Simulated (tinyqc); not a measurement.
Comparisons within one model: polytypes by hexagonality, and a cubic inclusion as a quantum well. A value that a table varies takes the place of the one given here.

Gap: E3 + (Es - E3) h/hs for h up to hs, then linear from Es to E2 at h = 1. Valence top Ev2 h and polarisation P2 h, both counted from 3C; Ec = Ev + gap.

A cubic inclusion of width L = N d in the host (h = 0.3333) is a well of depth V = Ec(host) - Ec(3C). Square well with mass mismatch: k tan(k L/2) = (m_w/m_b) q, k = sqrt(m_w E/c), q = sqrt(m_b (V - E)/c), c = hbar^2/2m0, lowest root. The depth of the level, V - E, is its binding, and the transition to the valence top of the host is gap(host) - (V - E). The step in polarisation gives a field |F| = |P|/(eps eps0) in a thin inclusion, eps0 = 8.8541878e-12 F/m.

Constants: hbar^2/2m0 = 3.80998211 eV angstrom^2.

Values chosen for the exercise (of the order of those of SiC; not measured data):
- E3 = 2.367 eV (gap of the cubic polytype)
- E2 = 3.331 eV (gap of 2H)
- Ev2 = 0.145 eV (valence top of 2H above that of 3C)
- P2 = -0.0506 C/m^2 (spontaneous polarisation of 2H)
- Es = 3.285 eV (gap at the hexagonality hs)
- hs = 0.5 (hexagonality up to which the first line holds)
- m = (0.292, 0.335) m0 (electron mass along c in the cubic layer and in the host)
- d = 2.526 angstrom (thickness of a double layer)
- eps = 10.2 (dielectric constant)
- N = 5 (double layers in the cubic inclusion)

## Width of the inclusion

Without the field: square well. With it, the potential inside is |F| (z - L/2), the host conduction edge lies at V - |F| L/2 on one side and V + |F| L/2 on the other, and the lowest level E_F is found by finite differences (step 0.25 angstrom, wide box, good to about 1 meV). Holes sit in the host on the high side, so the transition is gap(host) - V + E_F - |F| L/2. A dash: bound by less than 2 meV or not at all.

Results:

| N | L (angstrom) | depth (eV) | transition (eV) | depth below the low side, with field (eV) | transition with field (eV) |
|---|---|---|---|---|---|
| 1 | 2.53 | 0.054 | 2.925 | 0.033 | 2.899 |
| 2 | 5.05 | 0.164 | 2.815 | 0.120 | 2.765 |
| 3 | 7.58 | 0.268 | 2.711 | 0.202 | 2.636 |
| 4 | 10.10 | 0.349 | 2.630 | 0.262 | 2.529 |
| 6 | 15.16 | 0.456 | 2.523 | 0.328 | 2.368 |
| 8 | 20.21 | 0.517 | 2.462 | 0.354 | 2.247 |
| 12 | 30.31 | 0.580 | 2.399 | 0.366 | 2.047 |

How do the results move?

The square well binds a level even at N = 1 (54 meV), as any symmetric one-dimensional well does; the depth grows to 580 of 660 meV, and the transition tends to E3 - Ev(host) = 2.319 eV. With the field the level is bound by 2 meV or more for N = 1, 2, 3, 4, 6, 8 and 12, and the transition is lowered by 26 meV at N = 1 and 352 meV at N = 12, where |F| L/2 = 283 meV. Free carriers or surface charge screen the field and the step between the two sides, and the attraction to the hole, left out here, binds the electron further.

## The same inclusion in several hosts

h from the stacking: 8H 1/4, 6H 1/3, 15R 2/5, 4H 1/2, 9R 2/3, 2H 1. V = Ec(host) - Ec(3C); square-well level from k tan(k L/2) = (m_w/m_b) q, k = sqrt(m_w E/c), q = sqrt(m_b (V - E)/c), L = N d; |F| = |P|/(eps eps0), eps0 = 8.8541878e-12 F/m.

Results:

| host | h | gap (eV) | V (eV) | depth (eV) | \|F\| (MV/cm) |
|---|---|---|---|---|---|
| 8H | 0.250 | 2.826 | 0.495 | 0.279 | 1.40 |
| 6H | 0.333 | 2.979 | 0.660 | 0.410 | 1.87 |
| 15R | 0.400 | 3.101 | 0.792 | 0.520 | 2.24 |
| 4H | 0.500 | 3.285 | 0.991 | 0.691 | 2.80 |
| 9R | 0.667 | 3.300 | 1.030 | 0.726 | 3.74 |
| 2H | 1.000 | 3.331 | 1.109 | 0.796 | 5.60 |

How do the results move?

From 8H to 4H the well deepens by a factor of 2.00 and the bound level by 2.48, between the limits of a wide well (as V) and a thin one (as V^2); in 4H the level keeps 70 % of V; from 4H to 2H the gap gains only 46 meV while the field doubles. The depths leave the field out, although its drop |F| L reaches 708 meV in 2H.

## What each parameter does

Well depth, depth of the level, transition without the field and field. Each row changes one parameter from the base and keeps the others.

Results:

| case | V (eV) | depth (eV) | transition (eV) | \|F\| (MV/cm) |
|---|---|---|---|---|
| base | 0.6603 | 0.4102 | 2.5688 | 1.868 |
| N = 6 | 0.6603 | 0.4559 | 2.5231 | 1.868 |
| Ev2 = 0.175 eV | 0.6703 | 0.4184 | 2.5606 | 1.868 |
| E3 = 2.347 eV | 0.6737 | 0.4212 | 2.5511 | 1.868 |
| E2 = 3.361 eV | 0.6603 | 0.4102 | 2.5688 | 1.868 |
| P2 = -0.0658 C/m^2 | 0.6603 | 0.4102 | 2.5688 | 2.429 |
| eps = 11.2 | 0.6603 | 0.4102 | 2.5688 | 1.701 |
| m = (0.35, 0.335) m0 | 0.6603 | 0.4213 | 2.5577 | 1.868 |

How do the results move?

The largest shifts from the base row, up to three for each result and ties (the steps differ in size, so this ranks the rows, not the parameters). V (eV): E3 +0.0133, Ev2 +0.0100; unchanged at the printed digits by N, E2, P2, eps and m. depth (eV): N +0.0457, m +0.0111, E3 +0.0110; unchanged at the printed digits by E2, P2 and eps. transition (eV): N -0.0457, E3 -0.0176, m -0.0111; unchanged at the printed digits by E2, P2 and eps. |F| (MV/cm): P2 +0.561, eps -0.167; unchanged at the printed digits by N, Ev2, E3, E2 and m.

(tinyqc, `OMP_NUM_THREADS=1 python tinyqc.py 1851164 1851165 out.jsonl`, Intel(R) Xeon(R) Processor @ 2.30GHz, 1 thread, shared host, about 0.05 s.)
